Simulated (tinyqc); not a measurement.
# Vacuum evaporation: vapour pressure, source flux, thickness distribution, purity and step coverage, step by step

A worked calculation. Computed by tinyqc, a small Python program that keeps every step. Command: `OMP_NUM_THREADS=1 python tinyqc.py 3111192 3111193 out.jsonl evap walk`. One thread of a shared host (Intel(R) Xeon(R) Processor @ 2.30GHz), about 0.01 s of CPU time with the checks. Intermediate numbers are printed to about 7 digits and carried at full precision; extremes and crossings named in words are read from the listed rows.

Molecular flow, unit sticking of the metal, no re-evaporation. The background gas is taken as water vapour (18.015 g/mol, collision diameter 0.37 nm) at 300 K.

Inputs (values chosen for the exercise, modelled on germanium, with constants for the liquid): molar mass M = 72.63 g/mol; film density rho = 5.32 g/cm^3; vapour-pressure constant A = 10.69; vapour-pressure constant B = 17520 K; source temperature T = 1730 K; source area = 0.3 cm^2; directionality n = 1; source-to-wafer distance h = 45 cm; wafer radius R = 5 cm; source offset from the axis s/h = 0.54; background pressure p = 1e-07 Pa; sticking of background gas = 0.6; aspect ratio of a trench = 0.79.

Constants: u = 1.6605390666e-27 kg; k_B = 1.380649e-23 J/K; R = 8.314462618 J/(mol K).

## Vapour pressure and flux

log10(p_v/Pa) = A - B/T; flux from the surface Phi = p_v/sqrt(2 pi m k_B T), m = M u. Mass loss = Phi x area x m; heat of evaporation = ln(10) R B; d ln Phi/dT = ln(10) B/T^2 - 1/(2 T).

vapour pressure p_v = 3.654537 Pa

flux Phi = 2.716409e+18 1/(cm^2 s)

mass loss = 0.3538214 g/h

heat of evaporation = 335.4162 kJ/mol

change of flux per kelvin = 1.318998 %/K

Holding the rate to 1 % needs the temperature to about 0.76 K.

## Rate and uniformity on a fixed wafer above the source

A small source emits (n + 1) Phi area cos^n(phi)/(2 pi) per solid angle; on a parallel plane at height h and lateral distance l the arrival rate is (n + 1) Phi area/(2 pi h^2) x (1 + (l/h)^2)^(-(n + 3)/2). Growth rate = arrival rate x m/rho, m = M u. The wafer is fixed and centred above the source.

arrival rate at the centre = 1.280978e+14 1/(cm^2 s)

growth rate at the centre = 0.02903989 nm/s

edge over centre = 0.9757585

non-uniformity (max - min)/(max + min) = 1.226948 %

share of the material that lands on the wafer, 1 - (1 + (R/h)^2)^(-(n + 1)/2) = 1.219512 %

## Offset source and rotation

Rotating wafer, source offset by s and facing upwards: thickness at radius r is the mean over the angle a of (1 + (r^2 + s^2 - 2 r s cos a)/h^2)^(-(n + 3)/2), by 360 equal steps; non-uniformity (max - min)/(max + min) over 21 radii from 0 to R.

centre thickness relative to an axial source = 0.5994375

edge over centre, rotating = 0.9937514

non-uniformity, rotating = 0.3134068 %

## Choosing the offset

The curvature at the centre vanishes at s/h = sqrt(2/(n + 3)).

Against the offset:
```
s/h  centre thickness  edge over centre  non-uniformity (%)
0.0          1.000000          0.975758            1.226948
0.2          0.924556          0.979293            1.046160
0.4          0.743163          0.987553            0.626240
0.5          0.640000          0.992042            0.399486
0.6          0.540657          0.996160            0.192347
0.7          0.450430          0.999665            0.016746
0.8          0.371802          1.002469            0.123287
0.9          0.305241          1.004592            0.229076
1.1          0.204746          1.007143            0.355858
```

The best row, s/h = 0.7, has 0.017 % against 1.2 % on the axis, at the price of a rate lower by a factor 2.22; the small-wafer optimum is sqrt(2/(n + 3)) = 0.71.

## Scattering and purity

Mean free path lambda = k_B T_g/(sqrt2 pi d^2 p); unscattered share exp(-h/lambda); gas arrival p/sqrt(2 pi m_g k_B T_g); impurity ratio = sticking x gas arrival/metal arrival; monolayer time = 1e15 cm^-2/(sticking x gas arrival).

mean free path = 68098.29 m

unscattered share = 0.9999934

gas arrival rate = 3.583984e+11 1/(cm^2 s)

impurity ratio = 0.001678711

monolayer time = 4650.318 s

## A trench at the wafer edge

Fixed wafer, axial point source, trench running tangentially at r = R: the beam arrives at tan(a) = R/h. Shadowed share of the floor = aspect ratio x tan(a) (at most 1); the wall facing the source grows at tan(a) times the field rate, the other wall not at all.

angle a = 6.340192 degrees

shadowed share of the floor = 0.08777778

wall over field thickness = 0.1111111

Checks made by the program: share on the wafer by quadrature (relative difference 7e-10).
